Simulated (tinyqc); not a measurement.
Hopping conduction between localised states: one step, computed by the program tinyqc.

Energies are counted from the Fermi level. A small network shows the mechanism; the laws of an infinite system follow.

Question. Pair exponents. Miller-Abrahams exponent s_ij = 2 r_ij/xi + (|E_i| + |E_j| + |E_i - E_j|)/(2 k_B T); G_ij = G_0 exp(-s_ij). The diagonal is set to 0 and not used.

Inputs (values chosen for the exercise, for a model amorphous semiconductor): localisation length xi = 2.8 nm; temperature T = 39 K.

Dimension: 3D.

sites of the small network (nm, nm, meV), columns x, y, energy:
```
[[0, 4.12, -0.09],
 [3.53, 4.69, 5.43],
 [8.02, 6.95, -5.18],
 [11.85, 1.09, -6.3],
 [15.15, 5.06, -1.54],
 [19.09, 4.08, -10.96],
 [24, 2.35, 0.42]]
```

Constants: k_B = 8.617333262e-05 eV/K.

Give: s_ij.

Answer.

s_ij:
```
[[0.000, 4.197, 7.616, 10.611, 11.300, 16.897, 17.341],
 [4.197, 0.000, 6.748, 9.966, 10.378, 16.000, 16.332],
 [7.616, 6.748, 0.000, 6.875, 6.810, 11.430, 13.544],
 [10.611, 9.966, 6.875, 0.000, 5.562, 8.856, 10.725],
 [11.300, 10.378, 6.810, 5.562, 0.000, 6.161, 7.194],
 [16.897, 16.000, 11.430, 8.856, 6.161, 0.000, 7.105],
 [17.341, 16.332, 13.544, 10.725, 7.194, 7.105, 0.000]]
```
